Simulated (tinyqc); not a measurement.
## Off-state leakage of single and stacked transistors: leakage components against the threshold

n-channel devices of unit width. Subthreshold current I(Vg, Vs, Vd) = I0 (T/300 K)^0.5 exp[(Vg - Vs - VT(T) - gb (Vs - Vb) + dd (Vd - Vs))/(nf Vt)] (1 - exp(-(Vd - Vs)/Vt)), VT(T) = VT - cT (T - 300 K). Gate-edge tunnelling Ig (Vd/1 V) exp(ag (Vd - 1 V)), for a gate at 0 V, and band-to-band leakage Ab u exp(-Bb/u), u = Vd - Vb + 1 V, flow at a drain held at V; both are taken as independent of T. In a stack of off transistors (all gates at 0 V) the same subthreshold current passes through each.

One transistor with Vg = Vs = 0, Vd = V; stack factor I(one)/I(two in series).

Inputs (values chosen for the exercise); values of the order met in bulk silicon logic transistors: temperature T = 300 K; supply voltage V = 1.2 V; fall of the threshold with temperature cT = 1 mV/K; current at threshold at 300 K I0 = 0.4 uA/um; slope factor nf = 1.55; drain-induced lowering per volt dd = 0.18; rise of the threshold per volt of source-body bias gb = 0.11; gate-edge tunnelling current at 1 V Ig = 2e-6 uA/um; exponential slope of the gate current ag = 3 1/V; prefactor of band-to-band leakage at the drain Ab = 20 uA/(um V); its exponential voltage Bb = 22 V; body voltage Vb = 0 V.

Constants: q = 1.602176634e-19 C, kB = 1.380649e-23 J/K, Vt = kB T/q. Results are converted to the units shown.

The same in every row: gate edge (nA/um) = 0.004373; band-to-band (nA/um) = 1.998; stack factor = 113.7.

Result of one run:

| VT (V) | subthreshold (nA/um) | total (nA/um) | largest part |
|---|---|---|---|
| 0.35 | 14.12 | 16.12 | subthreshold |

What becomes of these results when the threshold at 300 K, zero drain and body bias VT is changed from 0.35 to 0.45 V, all else the same?

Result of the changed run:

| VT (V) | subthreshold (nA/um) | total (nA/um) | largest part |
|---|---|---|---|
| 0.45 | 1.164 | 3.166 | band-to-band |

The whole series:

| VT (V) | subthreshold (nA/um) | total (nA/um) | largest part |
|---|---|---|---|
| 0.15 | 2077 | 2079 | subthreshold |
| 0.2 | 596.3 | 598.3 | subthreshold |
| 0.25 | 171.2 | 173.2 | subthreshold |
| 0.3 | 49.16 | 51.17 | subthreshold |
| 0.35 | 14.12 | 16.12 | subthreshold |
| 0.4 | 4.053 | 6.055 | subthreshold |
| 0.45 | 1.164 | 3.166 | band-to-band |
| 0.5 | 0.3342 | 2.336 | band-to-band |
| 0.55 | 0.09596 | 2.098 | band-to-band |
| 0.6 | 0.02755 | 2.030 | band-to-band |

As VT goes from 0.15 to 0.6, the total leakage falls from 2080 to 2.03 nA/um. The subthreshold part leads at VT = 0.15, the band-to-band part from 0.45 on. The reduction by a stack of two stays at 114, for the subthreshold part alone. For VT = 0.15, 0.2, 0.25, 0.3 the gate is within about 3 nf Vt of threshold, where the exponential law overstates the current.

Numbers from tinyqc (`OMP_NUM_THREADS=1 python tinyqc.py 2242104 2242105 out.jsonl`; about 0.03 s on one thread of a shared Intel Xeon 2.30GHz).
